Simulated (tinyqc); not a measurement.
Fermi velocity from one capacitance.

Problem. At zero temperature and without traps graphene has Cq = 2 q^3 phi/(pi hbar^2 vF^2), charge Cq phi/2, 1/C_G = 1/Cox + 1/Cq and Vg = phi + Cq phi/(2 Cox). Find Cq, phi, vF and n.

Constants: q = 1.602176634e-19 C, hbar = 1.054571817e-34 J s. Results are converted to the units shown.

Vg = 0.62259180 V
C_G = 1.5146835 uF/cm^2
Cox = 2.0228414 uF/cm^2

Solution. The series relation gives Cq, the voltage relation phi = Vg/(1 + Cq/(2 Cox)), and the formula for Cq then vF.

Cq = 6.030 uF/cm^2
phi = 0.2500 V
vF = 9.880e5 m/s
n = 4.704e12 cm^-2

Program tinyqc, `OMP_NUM_THREADS=1 python tinyqc.py 2200136 2200137 out.jsonl`; Intel Xeon 2.30GHz, shared host, one thread, about 0.01 s.
